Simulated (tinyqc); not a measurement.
Strain-driven roughening and islands of a mismatched epitaxial film: one step, computed by the program tinyqc.

Film and substrate share isotropic elastic constants; the film is coherent and biaxially strained.

Problem. Wetting layer. The surface energy depends on thickness as gamma + (gamma_s - gamma) exp(-h/delta). Its curvature adds W2 = (gamma_s - gamma) exp(-h/delta)/delta^2 to the restoring terms; the flat film is stable while W2 > (1 + nu)^2 w^2/gamma, which gives h_c = delta ln[(gamma_s - gamma) gamma/(delta^2 (1 + nu)^2 w^2)], or 0 if negative.

Inputs (values chosen for the exercise, modelled on Ge on Si):
```
quantity                        value   unit
Poisson ratio nu                 0.24      -
surface energy gamma            0.992  J/m^2
wetting energy gamma_s - gamma   0.43  J/m^2
decay length of wetting delta    0.31     nm
```

energy density w = 311.9866 MJ/m^3

Give: wetting-layer thickness h_c.

Solution.

wetting-layer thickness h_c = 1.0508 nm

Layer-by-layer growth up to h_c, then roughening: the Stranski-Krastanov mode.
